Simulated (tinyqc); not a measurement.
Inside a calculation. Model: shallow acceptor in the spherical model (Baldereschi-Lipari), strong spin-orbit limit. Computed by tinyqc, a small Python program that keeps every step. Command: `OMP_NUM_THREADS=1 python tinyqc.py 3008207 3008208 out.jsonl acceptor walk`. One thread of a shared host (Intel(R) Xeon(R) Processor @ 2.30GHz), about 0.01 s of CPU time with the checks. Intermediate numbers are printed to about 6 digits and carried at full precision; extremes and crossings named in words are read from the listed rows.

The 1S(3/2) state has an s envelope f(r) and a d envelope g(r). In effective units they obey -(f'' + 2f'/r + 2f/r) + mu (g'' + 5g'/r + 3g/r^2) = E f and -(g'' + 2g'/r - 6g/r^2 + 2g/r) + mu (f'' - f'/r) = E g. The cubic term, the split-off band and the central cell are left out.

Inputs (values chosen for the exercise, modelled on ZnSe):

| quantity | value | unit |
|---|---|---|
| Luttinger gamma_1 | 3.71 | - |
| Luttinger gamma_2 | 1.26 | - |
| Luttinger gamma_3 | 1.68 | - |
| dielectric constant eps | 9.03 | - |
| spin-orbit gap Delta_so | 429 | meV |
| functions per channel n | 2 | - |
| smallest exponent zeta_1 | 1.1 | 1/a* |
| ratio beta of exponents | 2 | - |

Constants: Ry = 13.605693123 eV; a_0 = 0.529177210903 angstrom.

## Effective units and couplings

Ry* = Ry/(gamma_1 eps^2), a* = a_0 eps gamma_1, mu = (6 gamma_3 + 4 gamma_2)/(5 gamma_1), delta = (gamma_3 - gamma_2)/gamma_1; spherical masses 1/(gamma_1 (1 - mu)) (heavy) and 1/(gamma_1 (1 + mu)) (light).

Ry* = 44.9750 meV

a* = 17.7281 angstrom

mu = 0.815094

delta = 0.113208

heavy-hole mass = 1.45773 m_0

light-hole mass = 0.148500 m_0

## Matrices in a small basis

zeta_i = zeta_1 beta^(i-1), i = 1..n, in both channels. Basis: f_i = exp(-zeta_i r), g_i = r exp(-zeta_i r), weight r^2 dr, s = zeta_i + zeta_j. S_ff = 2/s^3, H_ff = zeta_i zeta_j S_ff - 2/s^2; S_gg = 24/s^5, H_gg = 8/s^3 + 24 zeta_i zeta_j/s^5 - 12/s^4; H(f_i, g_j) = mu (6 zeta_i^2/s^4 + 2 zeta_i/s^3); S_fg = 0. Each function is normalised by sqrt(S_ii).

H (Ry*), lower triangle (symmetric):
```
           f1       f2       g1       g2
f1      -0.99
f2  -0.737486     0.44
g1    1.42355  2.86322  1.72333
g2    1.90881  5.69420  3.27772  9.09333
```

S, lower triangle (symmetric):
```
         f1       f2       g1       g2
f1  1.00000
f2  0.83805  1.00000
g1  0.00000  0.00000  1.00000
g2  0.00000  0.00000  0.74494  1.00000
```

## Lowest level in the small basis

H c = E S c with c^T S c = 1 and the largest component positive; the d weight is the part of the norm in g.

E = -2.51970 Ry*

coefficients: f1 -0.36821, f2 1.13539, g1 -0.08643, g2 -0.45783

d weight = 0.276031

## Converged levels

Large basis: zeta_i = 0.08 x 1.55^(i-1), i = 1..20 in each channel; overlap eigenvalues below 1e-11 are dropped. Binding energies are -E Ry*; the mass that fits is E(1S) eps^2/Ry.

1S(3/2) binding in Ry* = 2.75838

1S(3/2) binding energy = 124.058 meV

2S(3/2) binding energy = 37.3166 meV

d weight of 1S(3/2) = 0.310837

Hydrogenic mass that fits = 0.743499 m_0

The small basis recovers 91.3 % of the binding. The ratio 2S/1S is 0.301 against the hydrogenic 0.25. The fitted mass is 51 % of the heavy-hole mass. Caution: the binding exceeds a fifth of the spin-orbit gap Delta_so, so the split-off band, left out, matters. Caution: the orbit is only a few bond lengths wide, so central-cell terms matter.

## One mass for the acceptor?

Hydrogenic binding Ry m/eps^2; the density-of-states mass is (m_H^(3/2) + m_L^(3/2))^(2/3); errors are against the large basis.

1S binding energy:

| mass | value (m_0) | binding (meV) | error (%) |
|---|---|---|---|
| light hole | 0.14850 | 24.778 | -80.027 |
| 1/gamma_1 | 0.26954 | 44.975 | -63.747 |
| mean of heavy and light | 0.80311 | 134.005 | 8.018 |
| heavy hole | 1.45773 | 243.232 | 96.063 |
| density of states | 1.48916 | 248.476 | 100.290 |

The coupled result, 124.06 meV, lies between the 1/gamma_1 value (no coupling) and the heavy-hole value; the closest single rule here is "mean of heavy and light", off by +8.0 %.

## Binding against mu

The formulas are those given above.

1S(3/2):

| mu | binding (Ry*) | d weight | binding x (1 - mu) |
|---|---|---|---|
| 0.10 | 1.00907 | 0.004236 | 0.908167 |
| 0.24 | 1.05488 | 0.024576 | 0.801710 |
| 0.49 | 1.28302 | 0.105285 | 0.654342 |
| 0.50 | 1.29854 | 0.109789 | 0.649270 |
| 0.80 | 2.58020 | 0.298280 | 0.516040 |
| 0.82 | 2.82277 | 0.314991 | 0.508099 |
| 0.90 | 4.76833 | 0.388180 | 0.476833 |
| 0.95 | 9.14465 | 0.440016 | 0.457233 |

The binding grows from 1.009 to 9.14 Ry*, slowly at first (second order in mu), while the d weight rises to 0.44. The last column, the binding in units of the heavy-hole Rydberg, falls to 0.457, towards about 0.44 as mu tends to 1.

Checks made by the program: mu = 0 against hydrogen, 1 and 1/4 (relative difference 4e-06); the coupling element from the adjoint operator (relative difference below 1e-10).
